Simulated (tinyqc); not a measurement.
Printed widths: electron-beam lithography: double-Gaussian proximity function, edge placement and dose correction for parallel lines. Computed by tinyqc, a small Python program. Command: `OMP_NUM_THREADS=1 python tinyqc.py 3113478 3113479 out.jsonl proximity walk`. One thread of a shared host (Intel(R) Xeon(R) Processor @ 2.30GHz), about 0.01 s of CPU time with the checks.

Lines are infinitely long. Absorbed energy is counted so that the middle of a very large area written at dose 1 receives 1; the resist develops where it exceeds 1/2.

Inputs (values chosen for the exercise, of the order of those for 100 keV electrons in resist on silicon): forward range alpha = 0.012 micrometre; backscatter range beta = 31 micrometre; backscatter ratio eta = 0.46.

line widths (micrometre): [0.075, 8.6, 0.058, 6.7]

gaps between the lines (micrometre): [4.2, 5.5, 0.12]

Method:
- The first line starts at x = 0; each next one starts after the width and the gap.
- f(r) = [exp(-r^2/alpha^2)/alpha^2 + eta exp(-r^2/beta^2)/beta^2]/(pi (1 + eta)). A line from a to b at dose d gives E(x) = d [S(alpha) + eta S(beta)]/(1 + eta), S(s) = [erf((b - x)/s) - erf((a - x)/s)]/2.
- M_ij is the mean of E at the two edges of line i from line j at dose 1.
- Uncorrected edge energies are M 1. Solve M d = 1/2 for the doses d that put the mean edge energy of every line at the threshold.
- Edges are the roots of E(x) = 1/2 between a line centre and the middle of the next gap. Three cases: dose 1 everywhere; one common dose equal to the mean of d; the corrected doses.

Lines (micrometre):
```
line,left edge,right edge,centre
1,0.000,7.50000e-02,3.75000e-02
2,4.275,1.28750e+01,8.57500e+00
3,18.375,1.84330e+01,1.84040e+01
4,18.553,2.52530e+01,2.19030e+01
```

corrected doses: 1 1.21972, 2 1.18250, 3 1.17361, 4 1.18691

Width error, printed less drawn (nm):
```
line,drawn width (nm),dose 1,mean dose,corrected
1,75,-5.5665,-0.49519,0
2,8600,-4.8668,0.17261,6.00e-06
3,58,-4.7013,0.33129,0
4,6700,-4.9508,0.09210,8.00e-06
```

What does the comparison show, and why?

With the common mean dose the errors span 0.8 nm. With corrected doses the largest error is below 0.01 nm.

Extremes, crossings and ranges named in words are read from the listed rows.
